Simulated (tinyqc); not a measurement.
# Yield against design margin

Cells fail independently with probability Q(k) = erfc(k/sqrt(2))/2 when the margin is k standard deviations, and Y = exp(-Nb Q(k)). phi = exp(-k^2/2)/sqrt(2 pi).  k = margin/s(dVT). With one spare that repairs any one cell, Y1 = exp(-x)(1 + x), x = Nb Q(k).

Inputs (values chosen for the exercise):
- Nb = 1048576 (number of cells)

s(dVT) = 40.2 mV

Yield against design margin:
```
M (mV)	k	Q(k)	expected failures x	Y	Y1
192	4.776	8.936e-7	0.9370	0.3918	0.7589
206	5.124	1.493e-7	0.1565	0.8551	0.9890
216	5.373	3.869e-8	0.04057	0.9602	0.9992
226	5.622	9.444e-9	0.009903	0.9901	1.000
240	5.970	1.185e-9	0.001243	0.9988	1.000
254	6.318	1.321e-10	1.386e-4	0.9999	1.000
269	6.692	1.104e-11	1.158e-5	1.000	1.000
288	7.164	3.913e-13	4.103e-7	1.000	1.000
```

Read the table: what changes, and by how much?

Over a change of the margin from 192 to 288 mV, k goes from 4.78 to 7.16, the expected failures fall by 6.4 decades and the yield goes from 0.392 to 1.000. The spare helps most at M = 192 mV among the rows, where it lifts the yield from 0.392 to 0.759.

tinyqc, about 0.01 s, one thread, Intel Xeon 2.30GHz (shared host): `OMP_NUM_THREADS=1 python tinyqc.py 2090163 2090164 out.jsonl`
